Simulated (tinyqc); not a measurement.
All estimates against temperature: estimate of lattice thermal conductivity from elastic moduli (Slack, Klemens and Cahill formulas). Computed by tinyqc, a small Python program. Command: `OMP_NUM_THREADS=1 python tinyqc.py 3002716 3002717 out.jsonl slack walk`. One thread of a shared host (Intel(R) Xeon(R) Processor @ 2.30GHz), about 0.01 s of CPU time with the checks.

An isotropic solid.

Inputs (values chosen for the exercise, for a model crystal): bulk modulus B = 324 GPa; shear modulus G = 158 GPa; volume per atom V = 18.4 angstrom^3; mean atomic mass M = 62.4 u; atoms per primitive cell n = 5; temperature T = 700 K; disorder parameter Gamma = 0.032; grain size d = 1500 nm.

Grueneisen parameter: from the Poisson ratio.

Constants: u = 1.6605390666e-27 kg; hbar = 1.054571817e-34 J s; k_B = 1.380649e-23 J/K; h = 6.62607015e-34 J s.

Method:
- rho = M/V; vL = sqrt((B + 4G/3)/rho), vT = sqrt(G/rho); v_m = [(vL^-3 + 2 vT^-3)/3]^(-1/3); Poisson ratio sigma = (3B - 2G)/(6B + 2G); Theta = hbar v_m (6 pi^2/V)^(1/3)/k_B.
- Empirical rule gamma = (3/2) (1 + sigma)/(2 - 3 sigma).
- Slack, an estimate for T near or above Theta_a: kappa = A M Theta_a^3 delta n^(1/3)/(gamma^2 T) in W/(m K), with M in u, delta = V^(1/3) in angstrom, Theta_a = Theta n^(-1/3) and A = 2.43e-6/(1 - 0.514/gamma + 0.228/gamma^2).
- High-temperature forms with the classical heat capacity. Klemens: kappa/kappa_0 = arctan(u)/u, u^2 = pi^2 Theta V Gamma kappa_0/(h v_m^2). Grains: 1/kappa_poly = 1/kappa + 1/(C v_m d/3), C = 3 k_B/(n V), the acoustic branches alone.
- Cahill minimum: kappa_min = (pi/6)^(1/3) k_B V^(-2/3) sum over L, T, T of v (T/Theta_i)^2 int_0^(Theta_i/T) x^3 e^x/(e^x - 1)^2 dx, Theta_i = Theta v_i/v_m (64 Gauss-Legendre points).

Grueneisen parameter gamma = 1.71395

Debye temperature Theta = 666.404 K

v_m = 5909.26 m/s

vL = 9743.92 m/s

vT = 5296.89 m/s

acoustic Debye temperature Theta_a = 389.715 K

Kappa (W/(m K)):
```
T (K)  perfect crystal  with point defects  polycrystal  minimum
200             88.670              30.309       29.634   0.9140
300             59.114              23.736       23.319   1.2037
400             44.335              19.839       19.548   1.3560
550             32.244              16.160       15.966   1.4696
750             23.645              13.134       13.006   1.5368
1000            17.734              10.756       10.669   1.5735
1300            13.642               8.903        8.844   1.5936
1700            10.432               7.287        7.247   1.6059
```

The perfect crystal follows 1/T. With point defects the exponent runs from -0.60 to -0.75 (the strong-disorder limit is -1/2), and with grains from -0.59 to -0.74. At the highest T it is still 4.5 times the minimum. Rows below Theta_a = 390 K are outside the range of the Slack formula.

Extremes, crossings and ranges named in words are read from the listed rows.
